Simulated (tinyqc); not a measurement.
From results back to parameters: band folding and unfolding in a supercell of a chain. Two cases, with inputs chosen for the exercise.

Problem. A chain with hopping -t and site energies alternating +V, -V has E = -/+ sqrt(V^2 + 4 t^2 cos^2(ka)); the lower state has weight (1 + 2t cos(ka)/|E|)/2 on k and the rest on k + pi/a. The gap at ka = pi/2 and the full spread at k = 0 come from hidden t and V.

Find: V, t; weight of the lowest state on k = 0.

Method. The gap is 2V and the spread 2 sqrt(V^2 + 4t^2).

Case 1.

values (eV): gap 1.96000, spread at k = 0 7.15374

Solution.

V, t (eV): 0.980  1.720

weight of the lowest state on k = 0 = 0.9809

Case 2.

values (eV): gap 0.24000, spread at k = 0 2.96971

Solution.

V, t (eV): 0.120  0.740

weight of the lowest state on k = 0 = 0.9984

Computed by tinyqc, one run a case: `OMP_NUM_THREADS=1 python tinyqc.py N N+1 out.jsonl` with N = 1451415, 1451474; one thread of a shared Intel(R) Xeon(R) Processor @ 2.30GHz, about 0.01 s a run at most.
